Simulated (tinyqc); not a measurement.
# From one set of inputs to another, one input at a time

Model: Bloch-Grueneisen resistivity of a metal. Computed by tinyqc, a small Python program. Command: `OMP_NUM_THREADS=1 python tinyqc.py 3006902 3006903 out.jsonl bg ladder`. One thread of a shared host (Intel(R) Xeon(R) Processor @ 2.30GHz), about 0.01 s of CPU time with the checks.

Electrons scatter from a Debye spectrum of phonons (n = 5 for scattering within one band, n = 3 for scattering into a second, heavy band) and from static defects.

The inputs printed are set A. Set A is modelled on nickel; the values taken over come from a set modelled on silver. Inputs not listed in the table keep their values of set A, so the rows need not describe a real material.

Inputs (values chosen for the exercise, modelled on nickel): exponent n = 5; Debye temperature Theta = 400 K; transport coupling lambda_tr = 0.21; Drude plasma energy hbar w_p = 6 eV; residual resistivity rho_0 = 0.022 microohm cm; temperature T = 400 K.

Addition: none.

Constants: k_B = 1.380649e-23 J/K; hbar = 1.054571817e-34 J s; eps_0 = 8.8541878128e-12 F/m; hbar = 6.582119569e-16 eV s; k_B = 8.617333262e-05 eV/K.

Method:
- rho_ph = (n - 1) rho_1 (T/Theta)^n J_n(Theta/T), with rho_1 = 2 pi lambda_tr k_B Theta/(hbar eps_0 w_p^2), the high-temperature line at T = Theta.
- J_n(y) = int_0^y x^n e^x/(e^x - 1)^2 dx, by 96 Gauss-Legendre points (upper limit at most 60).
- Matthiessen's rule: rho = rho_0 + rho_ph.
- Temperature coefficient (1/rho) d rho/dT by a central difference of +/- 0.5 K; residual ratio rho(295 K)/rho(4.2 K); scattering time tau = 1/(eps_0 w_p^2 rho); Wiedemann-Franz kappa = L_0 T/rho, L_0 = (pi^2/3)(k_B/e)^2.

Each row keeps all changes above it; columns: (1) input moved; (2) from; (3) to; (4) resistivity rho (microohm cm); (5) temperature coefficient (1e-3/K); (6) phonon resistivity rho_ph (microohm cm):
```
(1)                                         (2)     (3)     (4)     (5)     (6)
set A                                         -       -  8.9109  2.7656  8.8889
temperature T (K)                           400     373  8.2436  3.0080  8.2216
residual resistivity rho_0 (microohm cm)  0.022  0.0029  8.2245  3.0150  8.2216
transport coupling lambda_tr               0.21    0.11  4.3094  3.0140  4.3065
Drude plasma energy hbar w_p (eV)             6     8.8  2.0049  3.0117  2.0020
Debye temperature Theta (K)                 400     214  2.0970  2.7746  2.0941
```

Which inputs carry the difference?

Resistivity rho goes from 8.91 to 2.10, a factor 0.235 in all. The largest single move comes from Drude plasma energy hbar w_p (a factor 0.465). temperature coefficient ends near its start, 2.77; the largest single move comes from temperature T (a factor 1.09). Phonon resistivity rho_ph goes from 8.89 to 2.09, a factor 0.236 in all. The largest single move comes from Drude plasma energy hbar w_p (a factor 0.465). The single moves hold for this order of the switches; the total does not depend on the order.

Caution (all rows): scattering from magnetic disorder, left out here, raises the resistivity of this ferromagnet well above the phonon value.

Extremes, crossings and ranges named in words are read from the listed rows.
